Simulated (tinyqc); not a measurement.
What moves the results: periodic multilayer mirror for extreme ultraviolet light. A value that a table varies takes the place of the one given here.

s polarisation, vacuum above. q_j = sqrt(N_j^2 - sin^2 theta); interface r_jk = (q_j - q_k)/(q_j + q_k) exp(-2 (2 pi/lam)^2 q_j q_k sg^2) (Nevot-Croce; sg = 0 if not given); phase factor of a layer x_j = exp(4 pi i q_j d_j/lam). Each period has the spacer (thickness (1 - Gm) L) on top of the absorber (Gm L). In this recursion R is the amplitude; R in tables and results is the reflectance, its squared modulus. The substrate is of the spacer material. Starting with R = 0 in it, each interface upward gives R -> (r + R x)/(1 + r R x), x that of the layer below the interface (1 for the substrate).

Inputs chosen for the exercise (optical constants near those of Mo and Si at 13.5 nm; the results hold for these values, not for the real material): lam = 13.5 nm (wavelength); dA = (0.0788, 0.00687) (delta and beta of the absorber, N = 1 - delta + i beta); dS = (0.0011, 0.00181) (delta and beta of the spacer and the substrate); L = 6.98 nm (period); Gm = 0.42 (absorber share of the period); theta = 3 degrees (angle from the normal); sg = 0.4 nm (interface roughness); Np = 40 (periods).

## Number of periods

The last column sets both beta to zero.

Reflectance:
```
periods      R  R without absorption
5        0.106                 0.120
10       0.310                 0.383
15       0.482                 0.632
20       0.590                 0.801
30       0.680                 0.949
40       0.703                 0.988
50       0.708                 0.997
60       0.709                 0.999
80       0.709                 1.000
100      0.709                 1.000
```

R reaches 0.703 at 40 periods and 0.709 at 100; it stays within 0.01 of the last value from 40 periods on. Without absorption the last value is 1.000: absorption, not the count of layers, caps the mirror, and the roughness, which weakens each reflection, lowers that cap further.

## Wavelength

The optical constants are held fixed.

Reflectance:
```
lam (nm)      R
12.9      0.115
13.0      0.105
13.1      0.235
13.2      0.475
13.3      0.604
13.4      0.669
13.5      0.703
13.6      0.711
13.7      0.682
13.8      0.545
13.9      0.160
14.0      0.105
14.1      0.139
14.2      0.041
14.3      0.025
```

The largest value listed is 0.711 at 13.6 nm, against lam_B = 2 L Re(mean q) = 13.469 nm; the peak lies on the long side, where the nodes of the standing wave fall in the absorber. R exceeds half of that from 13.2 to 13.8 nm of the wavelengths listed, at least 4.4 % of the wavelength; a chain of ten mirrors narrows it, since R^10 falls to half where R has lost only 7 %.

## Absorber share

For each Gm the period is set so that lam_B = 2 L Re(mean q) equals lam - 0.09 nm.

Results:
```
Gm    L (nm)      R
0.15   6.801  0.464
0.20   6.828  0.586
0.25   6.855  0.655
0.30   6.883  0.690
0.35   6.910  0.706
0.40   6.938  0.711
0.45   6.966  0.708
0.50   6.994  0.698
0.60   7.052  0.657
0.70   7.110  0.577
```

The largest value listed is 0.711 at 0.4. The contrast of a period goes as sin(pi Gm) and is largest at 0.5, while the loss grows with Gm; R is 0.698 at 0.5, 0.690 at 0.3 and 0.577 at 0.7. Absorption pulls the best share below 0.5.

## Angle of incidence

Results:
```
theta (degrees)  lam_B (nm)      R
0                    13.489  0.698
2                    13.480  0.700
4                    13.454  0.706
6                    13.410  0.711
8                    13.348  0.710
10                   13.269  0.686
12                   13.173  0.569
14                   13.059  0.144
16                   12.928  0.160
18                   12.779  0.041
20                   12.614  0.071
```

lam_B = 2 L Re(mean q) falls with the angle, from 13.489 to 12.614 nm; the largest value listed is 0.711 at 6 degrees. R stays above 90 % of that value at 0, 2, 4, 6, 8 and 10 degrees, which bounds the cone of light that a mask or mirror with this period accepts.

## Tolerances

R of the mirror, and R^10 for a chain of ten such mirrors. Each row changes one parameter from the base and keeps the others.

Results:
```
case                         R    R^10
base                    0.7026  0.0293
L = 7.02 nm             0.6794  0.0210
Gm = 0.46               0.7050  0.0303
theta = 5 degrees       0.7088  0.0320
sg = 0.6 nm             0.6795  0.0210
dA = (0.0788, 0.00824)  0.6713  0.0186
lam = 13.55 nm          0.7102  0.0327
```

The largest shifts from the base row, up to three for each result and ties (the steps differ in size, so this ranks the rows, not the parameters). R: dA -0.0313, L -0.0231, sg -0.0230. R^10: dA -0.0107, L -0.00834, sg -0.00831.

tinyqc: `OMP_NUM_THREADS=1 python tinyqc.py 1652678 1652679 out.jsonl`; about 0.01 s, one thread, shared Intel(R) Xeon(R) Processor @ 2.30GHz.
